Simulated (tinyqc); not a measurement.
Short-period [001] superlattice in sp3s* tight binding, step by step. Values are carried at full precision from step to step, so a last printed digit may differ when a step is redone from the rounded ones.

sp3s* tight binding, nearest neighbours only: anion (a) at 0, cation (c) at a/4 (1,1,1), orbitals s, px, py, pz, s* on each; k in units of 2 pi/a. With phases e_j = exp(i (pi/2) k.n_j) for n = (1,1,1), (1,-1,-1), (-1,1,-1), (-1,-1,1): g0 = (e1+e2+e3+e4)/4, g1 = (e1+e2-e3-e4)/4, g2 = (e1-e2+e3-e4)/4, g3 = (e1-e2-e3+e4)/4. The diagonal holds the levels Esa, Epa, Exa (s*) and Esc, Epc, Exc. Anion-cation block: <sa|sc> = Vss g0; <sa|xc> = Vsapc g1; <xa|sc> = -Vscpa g1; <xa|xc> = Vxx g0; <xa|yc> = <ya|xc> = Vxy g3, <xa|zc> = <za|xc> = Vxy g2, <ya|zc> = <za|yc> = Vxy g1; <s*a|xc> = Vxapc g1; <xa|s*c> = -Vpaxc g1; y and z take g2 and g3 in place of g1; s-s* and s*-s* vanish.

Inputs chosen for the exercise (A near a published set for GaAs, B for AlAs; the results hold for these values, not for the real material):
- pA = (-8.352, 1.042, -2.665, 3.668, 8.614, 6.736, -6.458, 1.954, 5.066, 4.473, 5.794, 4.848, 4.805) eV (order Esa, Epa, Esc, Epc, Exa, Exc, Vss, Vxx, Vxy, Vsapc, Vscpa, Vxapc, Vpaxc)
- pB = (-7.548, 0.983, -1.162, 3.578, 7.489, 6.708, -6.676, 1.876, 4.289, 5.121, 5.482, 4.531, 5.004) eV (the same for B)
- dEv = 0.54 eV (valence offset: Ev(B) lies this far below Ev(A))
- n = 1 (monolayers of A)
- m = 1 (monolayers of B)

## Band line-up of the two bulk crystals

Edges on the common scale: Ev, the conduction level at Gamma, the minimum on (kx,0,0) for kx from 0.5 to 1, and the level at X.

Edges (eV):

| crystal | Ev | Gamma | Delta minimum | X |
|---|---|---|---|---|
| A | 0.0000 | 1.5470 | 2.0265 | 2.0265 |
| B | -0.5400 | 2.5058 | 1.7170 | 1.7529 |

For Gamma electrons A is the well, 0.959 eV deep; for X electrons B is, 0.274 eV deep; holes sit in A.

## Shifted levels

Planes alternate anion, cation along [001], a/4 apart; at zero in-plane momentum s, pz, s* form one block. All levels of A are shifted so that its Ev (lower root of [[Epa, Vxx], [Vxx, Epc]]) is 0, and those of B so that its Ev is -dEv. A monolayer is an anion plane and the cation plane above it; an anion between unlike cations takes the mean of the two anion levels; each bond takes the couplings of its cation. Block from an anion to the cation above: U with Vss/2 (s,s), Vsapc/2 (s,z), -Vscpa/2 (z,s), Vxx/2 (z,z), Vxapc/2 (s*,z), -Vpaxc/2 (z,s*); to the cation below: the same with the s-z and s*-z signs reversed. The cell of n + m monolayers is closed with the phase exp(2 pi i q). No spin-orbit coupling. In this block 2 (n + m) levels are filled.

Parameters in the order Esa, Epa, Esc, Epc, Exa, Exc, Vss, Vxx, Vxy, Vsapc, Vscpa, Vxapc, Vpaxc. Find Ev of each set and shift the levels.

Ev before the shift (eV): A 0.0008, B -0.0005

Levels (eV):

| plane | s | p | s* |
|---|---|---|---|
| anion A | -8.3528 | 1.0412 | 8.6132 |
| cation A | -2.6658 | 3.6672 | 6.7352 |
| anion B | -8.0875 | 0.4435 | 6.9495 |
| cation B | -1.7015 | 3.0385 | 6.1685 |
| interface anion | -8.2202 | 0.7423 | 7.7813 |

## The matrix for n = 1, m = 1 at q = 0

Planes in the order a1, c1, a2, c2, ...; the A cations come first.

H (eV):
```
        sa1     za1     *a1     sc1     zc1     *c1     sa2     za2     *a2     sc2     zc2     *c2
sa1  -8.220       0       0  -3.229   2.236       0       0       0       0  -3.338  -2.561       0
za1       0   0.742       0  -2.897   0.977  -2.402       0       0       0   2.741   0.938   2.502
*a1       0       0   7.781       0   2.424       0       0       0       0       0  -2.265       0
sc1  -3.229  -2.897       0  -2.666       0       0  -3.229   2.897       0       0       0       0
zc1   2.236   0.977   2.424       0   3.667       0  -2.236   0.977  -2.424       0       0       0
*c1       0  -2.402       0       0       0   6.735       0   2.402       0       0       0       0
sa2       0       0       0  -3.229  -2.236       0  -8.220       0       0  -3.338   2.561       0
za2       0       0       0   2.897   0.977   2.402       0   0.742       0  -2.741   0.938  -2.502
*a2       0       0       0       0  -2.424       0       0       0   7.781       0   2.265       0
sc2  -3.338   2.741       0       0       0       0  -3.338  -2.741       0  -1.702       0       0
zc2  -2.561   0.938  -2.265       0       0       0   2.561   0.938   2.265       0   3.038       0
*c2       0   2.502       0       0       0       0       0  -2.502       0       0       0   6.168
```

## Levels of the small cell

Diagonalise (s, pz, s* block of a cell with n = 1, m = 1; px and py are apart). The lowest 4 levels are filled. Give the share of the cation weight of the lowest empty level that lies on the A cations, c1.

levels (eV): -12.436  -10.114  -7.280  -0.268  1.886  1.893  2.382  4.366  6.457  7.781  10.050  11.133

share on A cations = 0.816

The lowest empty level is number 5, at 1.886 eV.

## Checks

- Cell of two equal monolayers against the bulk levels at Gamma and X: they agree to 1e-10 or better.

Run: tinyqc, `OMP_NUM_THREADS=1 python tinyqc.py 1450223 1450224 out.jsonl`; Intel(R) Xeon(R) Processor @ 2.30GHz, one thread, shared host; about 0.5 s of CPU time with all checks.
